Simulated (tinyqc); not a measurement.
## Scale length and length offset from two DIBL values

Question. DIBL = exp(-Le/(2 l)) + 2 exp(-Le/l) with Le = L - dL. Find l, dL and the drawn length for a DIBL of 100 mV/V.

DIBL at drawn lengths 95 and 170 nm (mV/V): [64.092724, 5.5774294]

Solution. With e = exp(-Le/(2 l)), 2 e^2 + e = DIBL gives e and so Le/l at each length; Le/l is a straight line in L with slope 1/l.

l = 16.00 nm
dL = 3.600 nm
length for 100 mV/V = 82.33 nm

tinyqc, about 0.01 s, one thread, Intel Xeon 2.30GHz (shared host): `OMP_NUM_THREADS=1 python tinyqc.py 2002167 2002168 out.jsonl`
